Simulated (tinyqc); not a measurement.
What each parameter does: eight-band Kane k.p model.

Eight-band Kane model, basis S, X, Y, Z times spin, zero of energy at the top of the unstrained valence band, c = hbar^2/2m0. Within each spin: H_SS = Eg + A c k^2, H_SX = i P kx (likewise Y, Z), H_XX = -Dso/3 + L kx^2 + M (ky^2 + kz^2), H_XY = N kx ky, and cyclic. Spin-orbit term (Dso/3) L.sigma on X, Y, Z with (L_k)_ij = -i epsilon_kij: <X+|H|Y+> = -i Dso/3, <X+|H|Z-> = Dso/3, <Y+|H|Z-> = -i Dso/3, <Z+|H|X-> = -Dso/3, <Z+|H|Y-> = i Dso/3, <X-|H|Y-> = i Dso/3, and their conjugates; + and - are the spin along z. Terms from inversion asymmetry are left out, so every level is twofold.

P = sqrt(Ep c); A = 1/me - Ep (Eg + 2 Dso/3)/(Eg (Eg + Dso)) keeps the electron mass; g1' = g1 - Ep/(3 Eg), g2' = g2 - Ep/(6 Eg), g3' = g3 - Ep/(6 Eg) remove the coupling to S that the Luttinger values already hold; L = -c (g1' + 4 g2'), M = -c (g1' - 2 g2'), N = -6 c g3'.

Constants: hbar^2/2m0 = 3.80998211 eV angstrom^2.

Inputs chosen for the exercise (near those of GaSb; not measured data): Eg = 0.804 eV (gap at Gamma to the s-like level); Dso = 0.765 eV (spin-orbit splitting); Ep = 27 eV (Kane energy); me = 0.0387 m0 (electron mass at Gamma); g1 = 13.38 (Luttinger gamma1); g2 = 4.71 (gamma2); g3 = 6.01 (gamma3); kmax = 0.06 1/angstrom (end of the path).

Unstrained; levels at |k| = kmax along [100], all derived values formed anew.

Results for these values:
```
case,conduction (eV),heavy hole (eV),light hole (eV),split-off (eV)
base,1.0736,-0.0543,-0.2247,-0.8769
```

What happens to each result for me = 0.0426 m0, all else kept?

Answer: conduction falls from 1.0736 to 1.0479; heavy hole does not change at the printed digits; light hole falls from -0.2247 to -0.2296; split-off falls from -0.8769 to -0.8787.

The same for each parameter in turn:
```
case,conduction (eV),heavy hole (eV),light hole (eV),split-off (eV)
base,1.0736,-0.0543,-0.2247,-0.8769
Eg = 0.7236 eV,0.9924,-0.0543,-0.2243,-0.8636
Dso = 0.8415 eV,1.0743,-0.0543,-0.2265,-0.9486
Ep = 29.7 eV,1.0770,-0.0543,-0.2276,-0.8699
me = 0.0426 m0,1.0479,-0.0543,-0.2296,-0.8787
g1 = 12.042,1.0774,-0.0360,-0.2091,-0.8596
g2 = 4.239,1.0786,-0.0672,-0.2198,-0.8738
g3 = 6.611,1.0736,-0.0543,-0.2247,-0.8769
```

Along [100] the heavy hole does not couple to S or to g3, so it follows g1 - 2 g2 alone.

tinyqc: `OMP_NUM_THREADS=1 python tinyqc.py 1051419 1051420 out.jsonl`; about 0.02 s, one thread, shared Intel(R) Xeon(R) Processor @ 2.30GHz.
